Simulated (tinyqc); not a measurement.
Ten-year voltage from two stress tests.

Inverse problem. Lifetimes follow tau = t0 exp(B/Vd). Ten years are 3.15576e8 s. Find B, t0 and the drain voltage for ten years.

lifetimes at Vd = 5.2 and 5.9 V (s): 1.8e5  20137.9245

Answer. ln(tau) is linear in 1/Vd.

B = 96.00 V
t0 = 0.001728 s
ten-year voltage = 3.702 V

Computed by the program tinyqc: `OMP_NUM_THREADS=1 python tinyqc.py 2550174 2550175 out.jsonl`, one thread of a shared Intel Xeon 2.30GHz, about 0.01 s for the whole run.
